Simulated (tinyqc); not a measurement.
Transverse acoustic branch against its sound line: Keating valence-force model of a tetrahedral crystal. Computed by tinyqc, a small Python program. Command: `OMP_NUM_THREADS=1 python tinyqc.py 3011101 3011102 out.jsonl keating walk`. One thread of a shared host (Intel(R) Xeon(R) Processor @ 2.30GHz), about 0.02 s of CPU time with the checks.

Atom A sits at 0 and atom B at a/4 (1,1,1) of an fcc lattice; the four bonds from A are t = a/4 (1,1,1), a/4 (1,-1,-1), a/4 (-1,1,-1), a/4 (-1,-1,1), of length d = sqrt(3) a/4. Energy: E = (3 alpha/(8 d^2)) sum over bonds (r.r - d^2)^2 + (3 beta/(8 d^2)) sum over pairs of bonds at one atom (r_i.r_j + d^2/3)^2, with beta_A for the six pairs at A and beta_B for the six at B. The cell holds two atoms, Omega = a^3/4. 1 N/m = 1 J/m^2. With constants fitted to the elastic moduli this model puts optical and zone-boundary frequencies of real crystals too high, by up to about 20 % in elemental crystals and up to about 50 % in compounds, and mostly by more for TA modes; in compounds the lattice part of the static dielectric constant then comes out too low.

Inputs (values chosen for the exercise, modelled on gallium arsenide):
```
quantity               value      unit
lattice constant a     5.653  angstrom
mass M_A               69.72         u
mass M_B               74.92         u
bond stretching alpha   42.5       N/m
bond bending beta_A     8.45       N/m
bond bending beta_B     8.45       N/m
```

Structure: zinc blende.

Constants: nu for 1 eV/(angstrom^2 u) = 15.6333042 THz; 1 eV/angstrom^2 = 16.02176634 J/m^2; u = 1.6605390666e-27 kg.

Method:
- beta = (beta_A + beta_B)/2; C11 = (alpha + 3 beta)/a, C12 = (alpha - beta)/a, C44 = 4 alpha beta/(a (alpha + beta)); with the two sublattices clamped C44(0) = (alpha + beta)/a; internal-strain parameter zeta = (alpha - beta)/(alpha + beta); B = (C11 + 2 C12)/3.
- With displacements u exp(i q.r), each bracket changes by g.u, where g = (g_A, g_B): bond t, g = (-2 t, 2 t exp(i q.t)); pair (i, j) at A, g = (-(t_i + t_j), t_i exp(i q.t_j) + t_j exp(i q.t_i)); pair at B, g = (-t_i exp(-i q.t_j) - t_j exp(-i q.t_i), t_i + t_j). Then D_mn = sum over the 4 bonds and 12 pairs of (4 k/a^2) conj(g_m) g_n / sqrt(M_m M_n), with k = alpha or beta converted to eV/angstrom^2. Only the short-range forces enter; the Coulomb field of the charges is left out.
- An eigenvalue lambda of D in eV/(angstrom^2 u) gives nu = 15.6333042 THz x sqrt(lambda).
- The sound line is nu = v q/(2 pi) with v = sqrt(C44/rho), rho = (M_A + M_B)/Omega; the clamped line uses C44(0).

C44 = 49.8749 GPa

clamped C44(0) = 90.1291 GPa

Frequencies (THz) along G-X; columns: (1) q (2 pi/a); (2) lowest branch; (3) sound line, relaxed C44; (4) sound line, clamped C44(0); (5) third-lowest frequency; (6) highest frequency:
```
(1)      (2)     (3)     (4)     (5)     (6)
0.05  0.2707  0.2709  0.3641  0.4200  9.2743
0.15  0.8082  0.8126  1.0924  1.2555  9.2429
0.30  1.5892  1.6252  2.1847  2.4807  9.1411
0.45  2.3128  2.4378  3.2771  3.6473  8.9853
0.60  2.9419  3.2504  4.3694  4.7300  8.7995
0.75  3.4290  4.0630  5.4618  5.7079  8.6213
0.90  3.7178  4.8756  6.5541  6.5606  8.5008
1.00  3.7755  5.4173  7.2824  6.9554  8.4753
```

At small q the branch follows the relaxed line (0.999 of it, against 0.743 of the clamped one): in a long shear wave the sublattices shift against each other. At X it reaches 70 % of the relaxed line. Real tetrahedral semiconductors have flatter TA branches than a Keating model fitted to their elastic constants, which needs longer-ranged terms to mend.

Extremes, crossings and ranges named in words are read from the listed rows.
